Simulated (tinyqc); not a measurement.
## Gate work function from the charge

Problem. For an undoped double gate, Q = 8 eps0 eps_r Vt beta tan(beta)/ts with 0 < beta < pi/2, and at the source (Vg - dphi)/(2 Vt) - ln[(2/ts) sqrt(2 eps0 eps_r Vt/(q ni))] = ln(beta) - ln(cos beta) + 2 r beta tan(beta), r = eps_r tox/(eox ts). Find beta and dphi.

Values chosen for this exercise; material values close to those of silicon: temperature T = 325 K; relative permittivity of the semiconductor eps_r = 11.8; relative permittivity of the gate insulator eox = 7.36; insulator thickness tox = 3.8 nm; body thickness ts = 5 nm; gate voltage Vg = 0.66 V.

Constants: q = 1.602176634e-19 C, kB = 1.380649e-23 J/K, Vt = kB T/q, eps0 = 8.8541878128e-14 F/cm where lengths are in cm. Results are converted to the units shown.

Qs = 167.27710 nC/cm^2
ni = 8.9914097e10 cm^-3

Solution. beta tan(beta) rises from 0 without bound on the interval, so the charge fixes beta; the second relation is then explicit in dphi.

beta = 0.5644
dphi = 0.1300 V

tinyqc, about 0.01 s, one thread, Intel Xeon 2.30GHz (shared host): `OMP_NUM_THREADS=1 python tinyqc.py 2440074 2440075 out.jsonl`
